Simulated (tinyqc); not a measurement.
Off-state leakage of single and stacked transistors: two steps of the calculation.

n-channel devices of unit width. Subthreshold current I(Vg, Vs, Vd) = I0 (T/300 K)^0.5 exp[(Vg - Vs - VT(T) - gb (Vs - Vb) + dd (Vd - Vs))/(nf Vt)] (1 - exp(-(Vd - Vs)/Vt)), VT(T) = VT - cT (T - 300 K). Gate-edge tunnelling Ig (Vd/1 V) exp(ag (Vd - 1 V)), for a gate at 0 V, and band-to-band leakage Ab u exp(-Bb/u), u = Vd - Vb + 1 V, flow at a drain held at V; both are taken as independent of T. In a stack of off transistors (all gates at 0 V) the same subthreshold current passes through each.

Values chosen for this exercise; values of the order met in bulk silicon logic transistors: temperature T = 358 K; supply voltage V = 0.7 V; threshold at 300 K, zero drain and body bias VT = 0.37 V; fall of the threshold with temperature cT = 0.8 mV/K; current at threshold at 300 K I0 = 0.25 uA/um; slope factor nf = 1.26; drain-induced lowering per volt dd = 0.14; rise of the threshold per volt of source-body bias gb = 0.17; gate-edge tunnelling current at 1 V Ig = 9e-6 uA/um; exponential slope of the gate current ag = 5 1/V; prefactor of band-to-band leakage at the drain Ab = 6 uA/(um V); its exponential voltage Bb = 20 V; body voltage Vb = -0.3 V.

Constants: q = 1.602176634e-19 C, kB = 1.380649e-23 J/K, Vt = kB T/q. Results are converted to the units shown.

Problem 1. Leakage of one transistor. Vg = Vs = 0, Vd = V; effective threshold VT(T) - gb Vb - dd V.

Find: effective threshold; parts; total; shares.

Solution 1.

effective threshold = 0.2766 V
parts (nA/um): subthreshold 0.2218, gate edge 0.001406, band-to-band 0.5448
total = 0.7680 nA/um
shares (%): subthreshold 28.88, gate edge 0.1830, band-to-band 70.94

The band-to-band part is the largest.

Problem 2. New Vx. Stack of two, Vx the node between them: I_low = I(0, 0, Vx), I_up = I(0, Vx, V), f = ln(I_up/I_low), f' = -(1 + gb + 2 dd)/(nf Vt) - 1/(Vt (exp(Vx/Vt) - 1)) - 1/(Vt (exp((V - Vx)/Vt) - 1)), Vx(new) = Vx - f/f'.

Vx after iteration 1 = 0.070455720 V

Wanted: I_low; I_up; f; f'; Vx after iteration 2.

Solution 2.

I_low = 0.0206 nA/um
I_up = 0.0206 nA/um
f = 4.27e-4
f' = -41.0 1/V
Vx after iteration 2 = 0.0705 V

Numbers from tinyqc (`OMP_NUM_THREADS=1 python tinyqc.py 2242098 2242099 out.jsonl`; about 0.03 s on one thread of a shared Intel Xeon 2.30GHz).
